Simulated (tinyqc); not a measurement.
Plane-wave Kohn-Sham cycle with exchange-only LDA in a layered model solid, step by step. Computed by tinyqc, a small Python program that keeps every step. Settings: points = 16, plane-wave index or count = 2, electrons = 4, k points = 3, area = 37.0, mixing = 0.3, iteration cap = 75, Pulay depth = 3. Command: `OMP_NUM_THREADS=1 python tinyqc.py 24208 24209 out.jsonl` (the two numbers bound the seeds that draw the settings). One thread of a shared host (Intel(R) Xeon(R) Processor @ 2.60GHz), about 0.01 s of CPU time with the checks. Later iterations appear only in the table of the cycle.

## Iteration 1: potential

A solid whose potential varies along x alone (atomic units):
```
parameter,value
period a,17.900000
cross-section of the cell,37.000000
electrons per cell,4
grid points,16
"plane waves -n..n, n",2
k points,3
V1 in V1 cos(2 pi x/a),-0.710000
V2 in V2 cos(4 pi x/a),0.040000
```

density at the start, on the grid x_j = j a/N (e/bohr^3): 0.00603956  0.00603956  0.00603956  0.00603956  0.00603956  0.00603956  0.00603956  0.00603956  0.00603956  0.00603956  0.00603956  0.00603956  0.00603956  0.00603956  0.00603956  0.00603956

V_H(G) = 4 pi rho(G)/G^2 for G != 0 (uniform background); v_x = -(3 rho/pi)^(1/3); V = V_ext + V_H + v_x; Fourier components f(G_m) = (1/N) sum_j f(x_j) exp(-i G_m x_j).

Potentials on the grid (hartree):
```
x,V_ext,V_H,v_x,V
0.000000,-0.670000,0.000000,-0.179332,-0.849332
1.118750,-0.627670,0.000000,-0.179332,-0.807003
2.237500,-0.502046,0.000000,-0.179332,-0.681378
3.356250,-0.299990,0.000000,-0.179332,-0.479322
4.475000,-0.040000,0.000000,-0.179332,-0.219332
5.593750,0.243421,0.000000,-0.179332,0.064089
6.712500,0.502046,0.000000,-0.179332,0.322713
7.831250,0.684239,0.000000,-0.179332,0.504906
8.950000,0.750000,0.000000,-0.179332,0.570668
10.068750,0.684239,0.000000,-0.179332,0.504906
11.187500,0.502046,0.000000,-0.179332,0.322713
12.306250,0.243421,0.000000,-0.179332,0.064089
13.425000,-0.040000,0.000000,-0.179332,-0.219332
14.543750,-0.299990,0.000000,-0.179332,-0.479322
15.662500,-0.502046,0.000000,-0.179332,-0.681378
16.781250,-0.627670,0.000000,-0.179332,-0.807003
```

V(G_m), m = 0, 1, 2, ... (hartree): -0.179332  -0.355000  0.020000  0.000000  0.000000

## Iteration 1: Hamiltonian at one k

k = 0.000000 2 pi / a

H(m,m') = (k + G_m)^2/2 delta + V(G_m - G_m'), with V(-G) = V(G).

H (hartree), lower triangle:
```
,-2,-1,+0,+1,+2
-2,0.067092
-1,-0.355000,-0.117726
+0,0.020000,-0.355000,-0.179332
+1,0.000000,0.020000,-0.355000,-0.117726
+2,0.000000,0.000000,0.020000,-0.355000,0.067092
```

## Iteration 1: levels at that k

Diagonalise the Hermitian matrix.

eigenvalues (hartree): -0.710794  -0.404793  -0.043968  0.334159  0.544794

## Iteration 1: new density

Motion across x is left out: the lowest 2 band(s) hold two electrons at each of the k points (j + 1/2)/nk - 1/2. Residual R = rho(out) - rho(in); rho(new) = rho(in) + 0.3 R. rho(out) = 2/(a A nk) sum |psi|^2 with psi = sum c exp(i G x). Harris energy E = band energy - dV sum rho (V_H/2 + v_x) + (3/4) dV sum rho v_x with rho(in), dV = a A/N, band energy = (2/nk) sum of the filled levels.

rho(out) (e/bohr^3): 0.01278850  0.01365414  0.01367376  0.00977742  0.00404430  0.00063307  0.00003608  0.00009361  0.00001969  0.00009361  0.00003608  0.00063307  0.00404430  0.00977742  0.01367376  0.01365414

density after iteration 1 (e/bohr^3): 0.00806424  0.00832393  0.00832982  0.00716092  0.00544098  0.00441761  0.00423852  0.00425577  0.00423360  0.00425577  0.00423852  0.00441761  0.00544098  0.00716092  0.00832982  0.00832393

energy per cell = -2.04128242 hartree

## Iteration 2: potential

As before.

Potentials on the grid (hartree):
```
x,V_ext,V_H,v_x,V
0.000000,-0.670000,0.247125,-0.197475,-0.620349
1.118750,-0.627670,0.230796,-0.199572,-0.596446
2.237500,-0.502046,0.178858,-0.199619,-0.522807
3.356250,-0.299990,0.092570,-0.189807,-0.397227
4.475000,-0.040000,-0.010585,-0.173201,-0.223785
5.593750,0.243421,-0.105333,-0.161580,-0.023492
6.712500,0.502046,-0.175740,-0.159366,0.166940
7.831250,0.684239,-0.218032,-0.159582,0.306624
8.950000,0.750000,-0.232193,-0.159304,0.358503
10.068750,0.684239,-0.218032,-0.159582,0.306624
11.187500,0.502046,-0.175740,-0.159366,0.166940
12.306250,0.243421,-0.105333,-0.161580,-0.023492
13.425000,-0.040000,-0.010585,-0.173201,-0.223785
14.543750,-0.299990,0.092570,-0.189807,-0.397227
15.662500,-0.502046,0.178858,-0.199619,-0.522807
16.781250,-0.627670,0.230796,-0.199572,-0.596446
```

V(G_m), m = 0, 1, 2, ... (hartree): -0.177640  -0.244313  0.023178  -0.000251  0.000145

## Iteration 2: Hamiltonian at one k

k = 0.000000 2 pi / a

As before.

H (hartree), lower triangle:
```
,-2,-1,+0,+1,+2
-2,0.068785
-1,-0.244313,-0.116033
+0,0.023178,-0.244313,-0.177640
+1,-0.000251,0.023178,-0.244313,-0.116033
+2,0.000145,-0.000251,0.023178,-0.244313,0.068785
```

## Iteration 2: levels at that k

As before.

eigenvalues (hartree): -0.518990  -0.300553  -0.048322  0.229982  0.365746

## Iteration 2: new density

B (overlaps of the stored error matrices):
```
,1,2
1,5.5147042e-04,3.6723961e-04
2,3.6723961e-04,2.4593510e-04
```

Motion across x is left out: the lowest 2 band(s) hold two electrons at each of the k points (j + 1/2)/nk - 1/2. Residual R = rho(out) - rho(in); rho(new) = rho(in) + 0.3 R; Pulay mixing then takes sum c_i of the stored mixed densities, with c from B_ij = sum R_i R_j as in DIIS. rho(out) = 2/(a A nk) sum |psi|^2 with psi = sum c exp(i G x). Harris energy E = band energy - dV sum rho (V_H/2 + v_x) + (3/4) dV sum rho v_x with rho(in), dV = a A/N, band energy = (2/nk) sum of the filled levels.

rho(out) (e/bohr^3): 0.01215653  0.01310726  0.01345687  0.01005783  0.00457329  0.00095362  0.00004487  0.00003954  0.00000989  0.00003954  0.00004487  0.00095362  0.00457329  0.01005783  0.01345687  0.01310726

DIIS coefficients: -1.927723  2.927723

density after iteration 2 (e/bohr^3): 0.01165856  0.01252521  0.01283299  0.00970532  0.00467887  0.00137513  0.00055517  0.00055258  0.00052384  0.00055258  0.00055517  0.00137513  0.00467887  0.00970532  0.01283299  0.01252521

energy per cell = -1.54723001 hartree

## Convergence

Stop when sqrt(dV sum R^2) is below 1e-8, dV = a A/N.

Course of the cycle:
```
iteration,E (hartree),norm of the residual
1,-2.04128242,1.51e-01
2,-1.54723001,1.01e-01
3,-1.28976311,9.75e-02
4,-1.99742602,2.85e-01
5,-1.33731840,6.55e-02
6,-1.28788391,5.52e-02
7,-1.28484134,5.03e-02
8,-1.22711983,1.88e-02
9,-1.22376791,4.16e-03
10,-1.22355396,6.64e-04
11,-1.22355228,4.11e-04
12,-1.22355303,2.73e-04
13,-1.22355379,1.06e-04
14,-1.22355389,3.13e-05
15,-1.22355389,1.04e-05
16,-1.22355389,1.42e-06
17,-1.22355389,8.66e-07
18,-1.22355389,5.02e-07
19,-1.22355389,2.39e-07
20,-1.22355389,7.36e-08
21,-1.22355389,1.23e-08
22,-1.22355389,7.17e-09
```

Converged in 22 iterations. Before convergence this energy mixes input and output and is not variational, so it may rise towards its limit.
